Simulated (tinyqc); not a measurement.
Programming of a floating-gate cell by Fowler-Nordheim tunnelling: one step of the calculation.

Per tunnel area the floating gate has Ctun = 3.9 eps0/tox to the channel (0 V) and Ccg to the control gate, Ct = Ctun/(1 - ag), no other coupling. With the threshold shift U = -Q/Ccg the field is F = ag (Vg - U)/tox, and dU/dt = J/Ccg. Fowler-Nordheim: J = A F^2 exp(-B/F), A = q^2/(16 pi^2 hbar mo phi) (times 1e14 for A/cm^2 with F in V/nm, emitter mass m0), B = (4/3) sqrt(mo/C) phi^1.5, C = hbar^2/(2 m0).

Question. Explicit time steps against the exact solution. U(new) = U + dt J(F(U))/Ccg. Exact: exp(B/F(t)) = exp(B/F(0)) + K t, K = A B ag/(Ccg tox), and U = Vg - tox F/ag.

Values chosen for this exercise; oxide values close to those of silicon dioxide: tunnel barrier phi = 3.15 eV; tunnelling mass mo = 0.46 m0; tunnel oxide thickness tox = 8.7 nm; coupling ratio Ccg/Ct ag = 0.67; threshold shift at the start Vt0 = -0.1 V; control-gate voltage Vg = 14.1 V; time step dt = 250 us; steps n = 12.

Constants: q = 1.602176634e-19 C, hbar = 1.054571817e-34 J s, m0 = 9.1093837015e-31 kg, eps0 = 8.8541878128e-14 F/cm where lengths are in cm, hbar^2/(2 m0) = 0.0380998212 eV nm^2. Results are converted to the units shown.

Give: t; F; J; U by steps; U exact.

Answer.

t, step 0 to 12 (us): [0, 250.0, 500.0, 750.0, 1000, 1250, 1500, 1750, 2000, 2250, 2500, 2750, 3000]
F, step 0 to 12 (V/nm): [1.094, 0.936, 0.934, 0.932, 0.930, 0.929, 0.927, 0.925, 0.924, 0.922, 0.921, 0.920, 0.918]
J, step 0 to 12 (A/cm^2): [0.006579, 9.051e-5, 8.450e-5, 7.923e-5, 7.457e-5, 7.042e-5, 6.670e-5, 6.335e-5, 6.031e-5, 5.755e-5, 5.502e-5, 5.270e-5, 5.057e-5]
U by steps, step 0 to 12 (V): [-0.100, 1.941, 1.969, 1.995, 2.020, 2.043, 2.065, 2.086, 2.105, 2.124, 2.142, 2.159, 2.175]
U exact, step 0 to 12 (V): [-0.100, 0.737, 1.034, 1.215, 1.344, 1.445, 1.527, 1.596, 1.655, 1.707, 1.754, 1.796, 1.834]

Range of the model: Programming fields of 10 MV/cm and more wear the oxide; trapping and the channel potential are ignored.

Program tinyqc, `OMP_NUM_THREADS=1 python tinyqc.py 2130083 2130084 out.jsonl`; Intel Xeon 2.30GHz, shared host, one thread, about 0.01 s.
